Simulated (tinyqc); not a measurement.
The energy-gap law: non-radiative capture by multiphonon emission, one effective mode. Computed by tinyqc, a small Python program. Command: `OMP_NUM_THREADS=1 python tinyqc.py 3029820 3029821 out.jsonl capture sweep`. One thread of a shared host (Intel(R) Xeon(R) Processor @ 2.30GHz), about 0.03 s of CPU time with the checks.

The initial state (free carrier plus empty centre) lies dE above the final state; both have the same frequency and are displaced by dQ.

Inputs (values chosen for the exercise, with mass, screening and phonons like those of diamond):
```
quantity                    value                   unit
phonon energy hbar omega      109                    meV
Huang-Rhys factor S          8.61                      -
electron-phonon coupling W  0.027  eV/(u^(1/2) angstrom)
cell volume V                 997             angstrom^3
degeneracy g                    2                      -
broadening b                   55                    meV
carrier mass m              0.591                    m_0
temperature T                 300                      K
defect density N_t          2e+14                  cm^-3
```

Centre: neutral.

Constants: hbar^2/u = 4.18015928e-03 eV angstrom^2; k_B = 8.617333262e-05 eV/K; hbar = 6.582119569e-16 eV s; k_B = 1.380649e-23 J/K; m_0 = 9.1093837015e-31 kg.

Method:
- dQ = sqrt(2 S (hbar^2/u)/hbar omega); relaxation energy lambda = S hbar omega; phonons needed P = dE/hbar omega; classical barrier E_b = (dE - lambda)^2/(4 lambda); occupation n = 1/(exp(hbar omega/k_B T) - 1).
- Huang-Rhys weight for a net emission of p phonons: L_p = exp(-S (2n + 1)) ((n + 1)/n)^(p/2) I_p(2 S sqrt(n (n + 1))), I_p the modified Bessel function.
- M_p = sum_m w_m <m_i|Q|(m + p)_f>^2 with Q counted from the final minimum and Boltzmann weights w_m for m = 0..24; <m_i|Q|k_f> = sqrt((hbar^2/u)/(2 hbar omega)) [sqrt(k) <m|k-1> + sqrt(k+1) <m|k+1>], with overlaps of oscillators displaced by d = sqrt(2 S) summed on 1500 points from -16 to 16 + d.
- The delta function is a Gaussian of standard deviation b at dE - p hbar omega.
- C_0 = V (2 pi/hbar) g W^2 sum_p M_p Gaussian_p. The sum runs over the seven p from round(P) - 3 to round(P) + 3; 1 angstrom^3 = 1e-24 cm^3.
- For a neutral centre the Sommerfeld factor is 1.
- C = s C_0; v = sqrt(3 k_B T/m); sigma = C/v; tau = 1/(C N_t).

One run for each value:
```
energy released dE (eV)  capture coefficient C (cm^3/s)  classical barrier E_b (eV)       P
0.945                                        1.0987e-08                  1.1289e-05   8.670
1.200                                        9.6391e-09                  1.8217e-02  11.009
1.460                                        4.8930e-09                  7.2450e-02  13.394
1.720                                        1.6458e-09                  1.6270e-01  15.780
1.980                                        3.9517e-10                  2.8896e-01  18.165
2.240                                        6.5988e-11                  4.5124e-01  20.550
2.500                                        8.5262e-12                  6.4953e-01  22.936
2.760                                        8.6609e-13                  8.8384e-01  25.321
3.020                                        6.7047e-14                  1.1542e+00  27.706
```

Describe and explain the trends.

Over the rows, capture coefficient C (cm^3/s) falls from 1.10e-8 to 6.70e-14 (exponent d ln y / d ln x -0.55 between the first rows and -28 between the last); classical barrier E_b (eV) rises from 1.13e-5 to 1.15 (exponent d ln y / d ln x 31 between the first rows and 3.0 between the last); P rises from 8.67 to 27.7 (exponent d ln y / d ln x about 1.00 throughout). ln C changes by -1.07 for each added phonon at the high end; the slope is still steepening, and becomes nearly constant only for P well above S.

Caution (rows 2.24, 3.02): the largest term is not the one nearest energy conservation, so C_0 depends strongly on the broadening b.

Extremes, crossings and ranges named in words are read from the listed rows.
